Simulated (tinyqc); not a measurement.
# Cabrera-Mott growth of a thin oxide under its own electric field, step by step

A worked calculation. Computed by tinyqc, a small Python program that keeps every step. Command: `OMP_NUM_THREADS=1 python tinyqc.py 3002771 3002772 out.jsonl cabrera walk`. One thread of a shared host (Intel(R) Xeon(R) Processor @ 2.30GHz), about 0.01 s of CPU time with the checks. Intermediate numbers are printed to about 6 digits and carried at full precision; extremes and crossings named in words are read from the listed rows.

Electrons cross the film freely and set a fixed potential V across it; the field V/x lowers the barrier for ions entering the oxide.

Inputs (values chosen for the exercise, for a model metal):
```
quantity                     value        unit
barrier W                     1.49          eV
Mott potential V               1.6           V
ion charge number z              2           -
half jump distance b             2    angstrom
prefactor u0 = N Omega nu  6.3e+12  angstrom/s
temperature T                  300           K
starting thickness x0          5.7    angstrom
time t                         310           s
```

Backward hops: kept.

Constants: k_B = 8.617333262e-05 eV/K.

## Scales

u = u0 exp(-W/(k_B T)), X1 = z b V/(k_B T) with V in volts and k_B T in eV; dx/dt = 2 u sinh(X1/x).

u = 5.86735e-13 angstrom/s

X1 = 247.563 angstrom

## Field and rate at the start

Field E = V/x; the barrier is lowered by z b V/x.

field = 28.0702 MV/cm

barrier lowering = 1.12281 eV

rate = 4.27336e+06 angstrom/s

## Thickness after time t

t(x) = int_(x0)^x dx / (dx/dt) by Gauss-Legendre quadrature (80 points on each side of (x0 + 2 x)/3), solved for x.

thickness x = 11.4085 angstrom

rate at time t = 0.00155798 angstrom/s

field at time t = 14.0246 MV/cm

X1/x = 21.7: the field term still rules. Caution: the starting field or rate is formal: the first layers form as fast as oxygen arrives.

## Limiting thickness

Growth counts as stopped when u exp(X1/x) falls to 1e-5 angstrom/s: x_L = X1/ln(1e-5/u), defined while u is below that rate; the critical temperature is T_c = W/(k_B ln(u0/1e-5)).

limiting thickness x_L = 14.8675 angstrom

critical temperature T_c = 421.885 K

T is below T_c, so the rate is below that level in any film thicker than x_L; growth goes on there, ever more slowly.

## Growth over eight decades

Closed form for thin films (leading term of the integral): x solves (x^2/(u X1)) exp(-X1/x) = t.

Thickness:
```
t (s)     x (angstrom)  1/x (1/angstrom)  closed form (angstrom)
1.00e+00        9.1643          0.109120                  9.1425
1.00e+01        9.9538          0.100464                  9.9262
1.00e+02       10.8861          0.091860                 10.8505
1.00e+03       12.0024          0.083316                 11.9554
1.00e+04       13.3610          0.074845                 13.2974
1.00e+05       15.0470          0.066458                 14.9584
1.00e+06       17.1891          0.058176                 17.0608
1.00e+07       19.9906          0.050023                 19.7964
1.00e+08       23.7901          0.042034                 23.4789
```

Per decade of time the film gains 0.79 angstrom at first and 3.8 at the end. The inverse-logarithmic law predicts -X1 d(1/x)/d ln t near 1; the rows give 0.93 at first and 0.86 at the end. The closed form misses by at most 1.3 %.

Checks made by the program: quadrature against adaptive integration (relative difference below 1e-10).
